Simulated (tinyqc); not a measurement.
Changing the image contrast (as defocus does): chemically amplified photoresist: aerial image, acid generation, bake, development and line width. Computed by tinyqc, a small Python program. Command: `OMP_NUM_THREADS=1 python tinyqc.py 3007365 3007366 out.jsonl resist sweep`. One thread of a shared host (Intel(R) Xeon(R) Processor @ 2.30GHz), about 0.04 s of CPU time with the checks.

Lines and spaces of pitch p with a two-beam-like image; x = 0 is the middle of the bright space. The resist is positive and treated as uniform in depth.

Inputs (values chosen for the exercise, for a model resist at 13.5 nm):

| quantity | value | unit |
|---|---|---|
| pitch p | 29 | nm |
| mean dose E | 6.22 | mJ/cm^2 |
| Dill parameter C | 0.047 | cm^2/mJ |
| quencher load q, relative to the acid generator | 0.19 | - |
| acid diffusivity D | 0.029 | nm^2/s |
| bake time t | 45 | s |
| amplification rate k_amp | 0.054 | 1/s |
| threshold protection m_th | 0.5 | - |
| development selectivity n | 5 | - |
| largest rate r_max | 100 | nm/s |
| smallest rate r_min | 0.12 | nm/s |
| resist thickness d | 22 | nm |
| development time t_d | 60 | s |
| photon energy | 91.84 | eV |
| absorption coefficient alpha | 5.6 | 1/um |

Method:
- Dose E(x) = E [1 + c cos(2 pi x/p)]; acid h = 1 - exp(-C E(x)).
- Bake: the acid image is blurred by a Gaussian of variance sigma^2 = 2 D t (each Fourier term k of h, taken on 64 points, is multiplied by exp(-4 pi^2 k^2 D t/p^2)).
- Cosine coefficients: h(x) = sum_k h_k cos(2 pi k x/p).
- The quencher then removes q, h_eff = max(h_blurred - q, 0); protection m = exp(-k_amp t h_eff).
- Mack rate r = r_max (a + 1)(1 - m)^n/(a + (1 - m)^n) + r_min, a = ((n + 1)/(n - 1))(1 - m_th)^n.
- Edge: vertical development clears the film where r t_d >= d; the space width is twice the x where r = d/t_d.
- Dose sensitivity = d ln(width)/d ln E from widths at 1.005 E and E/1.005; image log-slope at the edge = |d ln E/dx|, normalised by the width (NILS); latitude for 10 % of width = 10 %/sensitivity.
- The edge lies at x = width/2.
- Absorbed photons per volume N = E(edge) alpha/(photon energy), 1 mJ/cm^2 = 62.41509 eV/nm^2, alpha in 1/nm; a Gaussian blur averages over a volume V = (2 sqrt(pi) sigma)^3; relative noise 1/sqrt(N V); edge noise sigma_x = (dh/d ln E) noise/|dh/dx|, with both derivatives of the blurred acid at the edge.

One run for each value:

| image contrast c | dose latitude (%) | space width (nm) | edge noise from photons (nm) | NILS |
|---|---|---|---|---|
| 0.25 | 3.083 | 12.802 | 9.6256 | 0.6519 |
| 0.36 | 4.655 | 13.295 | 6.6177 | 0.9821 |
| 0.46 | 6.080 | 13.530 | 5.1536 | 1.2793 |
| 0.57 | 7.647 | 13.687 | 4.1412 | 1.6033 |
| 0.68 | 9.217 | 13.787 | 3.4570 | 1.9241 |
| 0.79 | 10.793 | 13.854 | 2.9628 | 2.2417 |
| 0.89 | 12.233 | 13.897 | 2.6188 | 2.5274 |
| 1.00 | 13.826 | 13.931 | 2.3188 | 2.8379 |

Describe the trends.

Over the rows, dose latitude (%) rises from 3.08 to 13.8 (exponent d ln y / d ln x 1.1 between the first rows and 1.1 between the last); space width (nm) rises from 12.8 to 13.9 (exponent d ln y / d ln x 0.10 between the first rows and 0.021 between the last); edge noise from photons (nm) falls from 9.63 to 2.32 (exponent d ln y / d ln x about -1.0 throughout).

Caution (all rows): lateral development, standing waves and the joint diffusion of acid and quencher are left out, so widths are indicative. Caution (all rows): with under about ten photons in the blur volume a Gaussian noise estimate is unreliable. Caution (all rows): the noise counts photons alone (acid and quencher statistics add to it) and takes the film as thicker than the blur; a thinner film averages in two dimensions only.
